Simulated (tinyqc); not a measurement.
From kappa back to film thickness t: Debye-Callaway model of lattice thermal conductivity. Computed by tinyqc, a small Python program. Command: `OMP_NUM_THREADS=1 python tinyqc.py 3031246 3031247 out.jsonl callaway inv`. One thread of a shared host (Intel(R) Xeon(R) Processor @ 2.30GHz), about 0.07 s of CPU time with the checks.

Three acoustic branches with one velocity v, cut at omega_D = k_B Theta/hbar; x = hbar omega/(k_B T). v and Theta are separate inputs: Theta cuts off the heat-carrying modes, so C need not reach 3 k_B/V. gamma is an effective value that sets the umklapp rate. Heat flows along the film.

Inputs (values chosen for the exercise, for a model crystal):
```
quantity                                value        unit
sound velocity v                         5730         m/s
Debye temperature Theta                   643           K
volume per atom V                        10.3  angstrom^3
mean atomic mass M                        123           u
effective Grueneisen parameter gamma     1.83           -
umklapp exponent divisor b                  2           -
vacancy fraction n_v                  0.00096           -
specularity p                             0.6           -
temperature T                             300           K
```

Sample: film. Point defects: vacancies. Normal processes: left out.

Constants: k_B = 1.380649e-23 J/K; hbar = 1.054571817e-34 J s; u = 1.6605390666e-27 kg.

Method:
- A vacancy counts as a mass defect Delta M/M = -3 (the missing mass and twice its bonds), so Gamma = 9 n_v. A = V Gamma/(4 pi v^3).
- Rates: point defects A omega^4; umklapp B omega^2 T exp(-Theta/(b T)) with B = hbar gamma^2/(M v^2 Theta). Film: the bulk time tau of each mode, from the resistive rates above, is multiplied by the Fuchs-Sondheimer factor F = (3/2) int_0^1 (1 - u^2) [1 - (1 - p) (u/d) (1 - E)/(1 - p E)] du, with E = exp(-d/u), d = t/(v tau), by 48 Gauss-Legendre points in z with u = z^4; the boundary rate is defined as 1/(F tau) - 1/tau.
- kappa_1 = c int tau_C g dx, g = x^4 e^x/(e^x - 1)^2, c = (k_B/(2 pi^2 v)) (k_B T/hbar)^3, over 0 < x < min(Theta/T, 40), by 96 Gauss-Legendre points in s with x = x_max s^2; tau_C = tau_R, the inverse of the summed rates, and kappa = kappa_1.
- Heat capacity C = 3 c int g dx / v^2; grey free path 3 kappa/(C v); the median free path v tau_C halves kappa_1 when the quadrature points are ordered by free path (each counted at half its weight, interpolated in the logarithm); likewise at 10 % and 90 %.

Task: A run gave the result below. Find the film thickness t, known to lie between 0.052 and 0.13 micrometre.

kappa = 97.29083 W/(m K)

Result:

Each step takes the trial c = (a f_b - b f_a)/(f_b - f_a), f being the result less the target and a, b, c the logarithms of the listed values; c replaces end b, the old b replaces a if the sign of f changed, and otherwise f_a is halved.

Scan of the range:
```
film thickness t (micrometre)  kappa (W/(m K))
0.0520                                  89.157
0.0606                                  93.281
0.0706                                  97.480
0.0822                                 101.741
0.0958                                 106.105
0.1120                                 110.630
0.1300                                 115.009
```

False position (Illinois rule, in the logarithm of the input) inside the bracket:
```
step      end a      end b      trial  kappa (W/(m K))
1     0.0606000  0.0706000  0.0701156          97.2891
2     0.0706000  0.0701156  0.0701200          97.2908
3     0.0706000  0.0701200  0.0701200          97.2908
4     0.0701200  0.0701200  0.0701200          97.2908
```

Kappa rises at every point of a 13-point scan of the range (every second point is shown), so one value fits; it is bracketed by 0.0606 and 0.0706. Answer: film thickness t = 0.07012 micrometre.
